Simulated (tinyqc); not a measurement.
What moves the results: donors on two lattice sites with valley-orbit split states. A value that a table varies takes the place of the one given here.

Each donor binds at most one electron, in any of its states. For a site s, W_s = sum over its states of g exp(E/kT), and the ionised share is 1/(1 + W_s exp(eta)), eta = (EF - Ec)/kT; n = Nc F_1/2(eta); neutrality n + NA = ND x (mean ionised share, the two sites in equal numbers); holes are neglected. Nc from N = 2 (m kB T/(4 pi c))^(3/2) with c = hbar^2/2m0, in 1/angstrom^3; times 1e24 for 1/cm^3, m = md. F_j(eta) = (1/Gamma(j + 1)) integral_0^infinity x^j dx/(1 + exp(x - eta)), which tends to exp(eta) for eta << 0.

Mobility (Caughey-Thomas form): mu = mu0 + (mu1 (T/300)^(-ga) - mu0)/(1 + ((ND + NA)/Nr)^de); rho = 1/(e n mu), e = 1.602176634e-19 C.

Constants: hbar^2/2m0 = 3.80998211 eV angstrom^2; kB = 8.617333262e-05 eV/K.

Inputs chosen for the exercise (near those of nitrogen in 4H-SiC; shifted at random, so the results belong to these values and not to a real crystal): md = 0.801 m0 (density-of-states mass of the conduction band); E = (63.2, 56, 122.4, 79.4) meV (binding energies of h ground, h excited, k ground, k excited); g = (2, 4, 2, 4) (their degeneracies with spin); ND = 2.8e+17 1/cm^3 (donors, half on each site); NA = 0 1/cm^3 (compensating acceptors, all ionised); T = 300 K; mu0 = 36 cm^2/(V s) (mobility at heavy doping); mu1 = 992 cm^2/(V s) (mobility at light doping and 300 K); Nr = 1.7e+17 1/cm^3 (reference doping); de = 0.61 (doping exponent); ga = 2.4 (temperature exponent).

## What the excited states change

The last columns keep only the ground state of each site (g = 2).

Results:

| T (K) | effective degeneracy, h site | eta | n (1/cm^3) | n, ground states only | ratio |
|---|---|---|---|---|---|
| 40 | 2.50 | -10.54 | 2.31e+13 | 2.58e+13 | 0.895 |
| 60 | 2.99 | -7.88 | 6.07e+14 | 7.42e+14 | 0.818 |
| 80 | 3.41 | -6.64 | 3.22e+15 | 4.19e+15 | 0.769 |
| 110 | 3.87 | -5.73 | 1.29e+16 | 1.76e+16 | 0.733 |
| 150 | 4.29 | -5.21 | 3.48e+16 | 4.75e+16 | 0.733 |
| 200 | 4.63 | -4.96 | 6.84e+16 | 8.81e+16 | 0.776 |
| 250 | 4.86 | -4.88 | 1.04e+17 | 1.26e+17 | 0.824 |
| 300 | 5.03 | -4.87 | 1.38e+17 | 1.62e+17 | 0.852 |
| 400 | 5.25 | -4.96 | 1.93e+17 | 2.18e+17 | 0.887 |
| 500 | 5.38 | -5.14 | 2.27e+17 | 2.47e+17 | 0.917 |

What does this show, and why?

The effective degeneracy grows from 2.50 to 5.38. Excited states hold electrons back, so the ratio is never above 1; it is lowest, 0.733, at 150 K of those listed, and 0.852 at 300 K. At low T the excited states empty out, and at high T more donors are ionised (n is 81 % of ND - NA in the last row), so the effect is largest in between.

## Ionisation and resistivity against doping

NA = 0.

Results:

| ND (1/cm^3) | n (1/cm^3) | n/ND | mu (cm^2/(V s)) | rho (ohm cm) | rho at full ionisation |
|---|---|---|---|---|---|
| 1.0e+14 | 9.99e+13 | 0.999 | 982 | 63.6 | 63.6 |
| 1.0e+15 | 9.90e+14 | 0.990 | 952 | 6.62 | 6.56 |
| 1.0e+16 | 9.17e+15 | 0.917 | 848 | 0.803 | 0.736 |
| 3.0e+16 | 2.44e+16 | 0.814 | 746 | 0.343 | 0.279 |
| 1.0e+17 | 6.48e+16 | 0.648 | 591 | 0.163 | 0.106 |
| 3.0e+17 | 1.45e+17 | 0.482 | 432 | 0.0999 | 0.0482 |
| 1.0e+18 | 3.21e+17 | 0.321 | 278 | 0.0700 | 0.0224 |
| 2.0e+18 | 4.90e+17 | 0.245 | 210 | 0.0607 | 0.0149 |

What can be read from the table?

From 1e16 to 1e18 1/cm^3 rho falls by a factor 11.5, not 100: the mobility takes a factor 3.05 and incomplete ionisation 2.86. n/ND is below 0.9 from 3e+16 1/cm^3 on. Near 1e19 1/cm^3 and above the levels merge with the band, and already below that screening lowers the binding energy, so the last rows understate n.

## Compensation sets the slope of the freeze-out

NA = K ND. The slope energy is -d ln(n T^(-p))/d(1/kT) between 50 and 60 K, with p = 3/4 for K = 0 and p = 3/2 otherwise.

Results:

| K | n(50 K) (1/cm^3) | n(60 K) (1/cm^3) | slope energy (meV) |
|---|---|---|---|
| 0 | 1.63e+14 | 6.07e+14 | 30.47 |
| 0.0010 | 7.47e+13 | 4.82e+14 | 41.16 |
| 0.010 | 9.26e+12 | 1.24e+14 | 59.97 |
| 0.050 | 1.71e+12 | 2.37e+13 | 60.98 |
| 0.20 | 2.84e+11 | 3.96e+12 | 61.02 |
| 0.50 | 2.31e+08 | 1.05e+10 | 91.71 |

What can be read from the table?

Without acceptors the slope is 30.47 meV, against half the h-site ground-state energy, 31.60; with K = 0.05 it is 60.98 meV, against the full 63.2. The full energy (less a few meV where excited levels lie within a few kT) shows where n is far below NA, since the acceptors then hold EF near the donor level: n(60 K)/NA is 1.7 for K = 0.001 and 0.0017 for K = 0.05; for K = 0.001 the sample is still in or near the uncompensated regime, where p = 3/2 is the wrong power, so that slope means little. At K = 0.5 the acceptors have taken as many electrons as there are h sites, EF sits between the two levels, and the slope is 91.7 meV against their mean of 92.8.

## What moves the carrier density

All results formed anew. Each row changes one parameter from the base and keeps the others.

Results:

| case | eta | n (1/cm^3) | rho (ohm cm) |
|---|---|---|---|
| base | -4.868 | 1.379e+17 | 0.1025 |
| E = (68.2, 56, 122.4, 79.4) meV | -4.881 | 1.362e+17 | 0.1038 |
| md = 0.881 m0 | -4.969 | 1.438e+17 | 0.09823 |
| ND = 5.6e+17 1/cm^3 | -4.396 | 2.208e+17 | 0.08135 |
| NA = 2.8e+16 1/cm^3 | -5.019 | 1.187e+17 | 0.1228 |
| T = 330 K | -4.883 | 1.567e+17 | 0.1120 |
| Nr = 3.4e+17 1/cm^3 | -4.868 | 1.379e+17 | 0.08348 |

What does this show?

The largest shifts from the base row, up to three for each result and ties (the steps differ in size, so this ranks the rows, not the parameters). eta: ND +0.473, NA -0.150, md -0.101; unchanged at the printed digits by Nr. n (1/cm^3): ND +8.29e+16, NA -1.92e+16, T +1.88e+16; unchanged at the printed digits by Nr. rho (ohm cm): ND -0.0211, NA +0.0203, Nr -0.0190.

Program tinyqc; command `OMP_NUM_THREADS=1 python tinyqc.py 1680721 1680722 out.jsonl`; about 0.01 s on one thread of a shared Intel(R) Xeon(R) Processor @ 2.30GHz.
